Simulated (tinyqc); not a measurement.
# MESFET, gradual channel with velocity saturation: what changes with what

A uniformly doped n-type channel, depleted from the top by a Schottky gate; at channel potential V the depleted share of a is u = sqrt((Vbi - Vg + V)/Vp), s at the source. Electrons drift with v = mu E/(1 + mu E/vsat). Abrupt depletion edge, no series resistance, source at 0.

Values chosen for this exercise; material values close to those of indium phosphide:

| symbol | value | unit | meaning |
|---|---|---|---|
| T | 273 | K | temperature |
| eps_r | 12.6 |  | relative permittivity of the semiconductor |
| Nc | 5.03e17 | cm^-3 | conduction-band density of states at T |
| Nd | 2.6e17 | cm^-3 | donor density of the channel |
| a | 150 | nm | channel thickness |
| mu | 2100 | cm^2/(V s) | low-field mobility at this doping |
| vsat | 1.2e7 | cm/s | saturation velocity |
| L | 2 | um | gate length |
| W | 200 | um | gate width |
| phiB | 0.63 | V | Schottky barrier |
| Vg | 0 | V | gate voltage |

Constants: q = 1.602176634e-19 C, kB = 1.380649e-23 J/K, Vt = kB T/q, eps0 = 8.8541878128e-14 F/cm where lengths are in cm. Results are converted to the units shown.

Each table varies one quantity; the others keep the values above.

## Effect of the channel thickness on saturation

Vbi = phiB - Vt ln(Nc/Nd); Vp = q Nd a^2/(2 eps0 eps_r); G0 = q mu Nd a W/L; Z = mu Vp/(vsat L); s = sqrt((Vbi - Vg)/Vp). I = (G0 Vp/3) F/(1 + Z (u^2 - s^2)), F = 3 (u^2 - s^2) - 2 (u^3 - s^3), with u at V = Vd; Z = 0 gives constant mobility, for which u stops at 1. The current peaks at u = um, the root of (1 - u)(1 + Z (u^2 - s^2)) = Z F/3; beyond Vdsat = Vp (um^2 - s^2) it is held at that value. gm = G0 (um - s)/(1 + Z (um^2 - s^2)).

Effect of the channel thickness on saturation:

| a (nm) | Z | um | Vdsat (V) | Isat (mA) | Isat for Z = 0 (mA) | gm (mS) |
|---|---|---|---|---|---|---|
| 94 | 1.443 | 0.9088 | 0.7478 | 8.575 | 15.25 | 14.83 |
| 110 | 1.977 | 0.8581 | 1.049 | 15.60 | 33.89 | 16.89 |
| 140 | 3.202 | 0.7742 | 1.579 | 31.61 | 94.69 | 18.74 |
| 170 | 4.721 | 0.7056 | 2.072 | 50.04 | 196.6 | 19.46 |
| 200 | 6.534 | 0.6495 | 2.536 | 70.08 | 348.6 | 19.71 |
| 250 | 10.21 | 0.5763 | 3.261 | 105.9 | 736.8 | 19.68 |
| 300 | 14.70 | 0.5204 | 3.937 | 143.8 | 1329 | 19.44 |

Read the table: what changes, and by how much?

As a goes from 94 to 300 nm, Vdsat rises from 0.748 to 3.94 V, Isat rises from 8.58 to 144 mA and gm goes from 14.8 through a maximum of 19.7 (at a = 200 nm among the rows listed) to 19.4 mS. Isat is 0.562 of the constant-mobility value in the first row and 0.108 in the last. In every row Nd is not small against Nc, so the Boltzmann form of Vbi is rough.

## Effect of the gate length on saturation

Same model as above.

Effect of the gate length on saturation:

| L (um) | Z | um | Vdsat (V) | Isat (mA) | Isat for Z = 0 (mA) | gm (mS) |
|---|---|---|---|---|---|---|
| 0.1 | 73.51 | 0.5081 | 0.4698 | 73.77 | 2473 | 35.74 |
| 0.21 | 35.01 | 0.5530 | 0.6700 | 67.04 | 1178 | 32.37 |
| 0.45 | 16.34 | 0.6105 | 0.9512 | 58.41 | 549.6 | 28.30 |
| 0.97 | 7.579 | 0.6791 | 1.323 | 48.13 | 255.0 | 23.70 |
| 2.1 | 3.501 | 0.7545 | 1.777 | 36.81 | 117.8 | 18.74 |
| 4.4 | 1.671 | 0.8258 | 2.250 | 26.12 | 56.21 | 13.95 |
| 9.4 | 0.7820 | 0.8893 | 2.707 | 16.61 | 26.31 | 9.407 |
| 20 | 0.3676 | 0.9361 | 3.067 | 9.580 | 12.37 | 5.728 |

What does the table show?

As L goes from 0.1 to 20 um, Vdsat rises from 0.470 to 3.07 V, Isat falls from 73.8 to 9.58 mA and gm falls from 35.7 to 5.73 mS. Isat is 0.0298 of the constant-mobility value in the first row and 0.775 in the last. Isat goes as L^(-0.13) between the first two rows and as L^(-0.73) between the last two; constant mobility gives 1/L, and short gates gain less because the velocity is capped. For L = 0.1 to 0.21 um the gate is shorter than 2 a, outside the gradual-channel approximation. In every row Nd is not small against Nc, so the Boltzmann form of Vbi is rough.

## Output curve

Same model as above.

Result of one run:

| Vd (V) | u (at most 1) | I for Z = 0 (mA) | I (mA) |
|---|---|---|---|
| 3.15 | 0.9467 | 122.2 | 37.53 |

What becomes of these results when the drain voltage Vd is changed from 3.15 to 3.62 V, all else the same?

Result of the changed run:

| Vd (V) | u (at most 1) | I for Z = 0 (mA) | I (mA) |
|---|---|---|---|
| 3.62 | 1.000 | 123.7 | 37.53 |

The whole series:

| Vd (V) | u (at most 1) | I for Z = 0 (mA) | I (mA) |
|---|---|---|---|
| 0.3 | 0.4666 | 22.60 | 17.90 |
| 0.77 | 0.5741 | 52.07 | 31.11 |
| 1.25 | 0.6662 | 75.92 | 36.26 |
| 1.72 | 0.7455 | 94.01 | 37.53 |
| 2.2 | 0.8185 | 107.7 | 37.53 |
| 2.67 | 0.8842 | 116.8 | 37.53 |
| 3.15 | 0.9467 | 122.2 | 37.53 |
| 3.62 | 1.000 | 123.7 | 37.53 |
| 4.1 | 1.000 | 123.7 | 37.53 |

With constant mobility the current rises from 22.6 to 124 mA and saturates at pinch-off, Vd = 3.59 V; with Z = 3.68 it saturates at 1.75 V and 37.5 mA. The two differ by 21 % in the first row and 70 % in the last. In every row Nd is not small against Nc, so the Boltzmann form of Vbi is rough.

tinyqc, about 0.05 s, one thread, Intel Xeon 2.30GHz (shared host): `OMP_NUM_THREADS=1 python tinyqc.py 2500011 2500012 out.jsonl`
